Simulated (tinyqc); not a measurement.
Mass anisotropy: shallow donor in an anisotropic valley (effective-mass theory).

One valley: H = -c [(d2/dx2 + d2/dy2)/mt + (d2/dz2)/ml] - q/(eps r), c = hbar^2/2m0, q = e^2/(4 pi eps0). Trial function exp(-sqrt((x^2 + y^2)/a^2 + z^2/b^2)) with a > b: T = (c/3)(2/(mt a^2) + 1/(ml b^2)), V = -(q/eps) atan(u/b)/u, u = sqrt(a^2 - b^2). The central cell of the impurity is left out.

Constants: hbar^2/2m0 = 3.80998211 eV angstrom^2; e^2/(4 pi eps0) = 14.39964547 eV angstrom; Ry = 13.60569312 eV; a0 (Bohr radius) = 0.5291772105 angstrom.

Values chosen for the exercise (out of a larger set: near those of GaP; not measured data): mt = 0.243 m0 (transverse mass); eps = 11.1 (dielectric constant); xs = (1.6, 2.5, 3, 5.2, 12, 18, 52, 170) (ratios ml/mt).

mt and eps fixed, ml varied. Energies in units of Ry*(mt) = Ry mt/eps^2 and lengths in a*(mt) = a0 eps/mt; the last two columns use one mass, 3/(1/ml + 2/mt) or (ml mt^2)^(1/3).

Results:

| ml/mt | a/a* | b/a | binding | conductivity mass | density-of-states mass |
|---|---|---|---|---|---|
| 1.60 | 0.908 | 0.846 | 1.162 | 1.143 | 1.170 |
| 2.50 | 0.835 | 0.723 | 1.322 | 1.250 | 1.357 |
| 3.00 | 0.809 | 0.678 | 1.389 | 1.286 | 1.442 |
| 5.20 | 0.739 | 0.559 | 1.595 | 1.368 | 1.732 |
| 12.0 | 0.658 | 0.418 | 1.906 | 1.440 | 2.289 |
| 18.0 | 0.627 | 0.364 | 2.052 | 1.459 | 2.621 |
| 52.0 | 0.564 | 0.253 | 2.409 | 1.486 | 3.733 |
| 170 | 0.517 | 0.169 | 2.748 | 1.496 | 5.540 |

The binding grows from 1.16 to 2.75 Ry*(mt); for ml going to infinity the exact problem becomes two-dimensional, with 4 Ry*. The conductivity mass saturates at 1.5 and underbinds, by 14 % at ml/mt = 5.2; the density-of-states mass errs by +9 % there and by +102 % in the last row. With these mt and eps one unit is 26.83 meV.

Program tinyqc; command `OMP_NUM_THREADS=1 python tinyqc.py 1251734 1251735 out.jsonl`; about 0.01 s on one thread of a shared Intel(R) Xeon(R) Processor @ 2.30GHz.
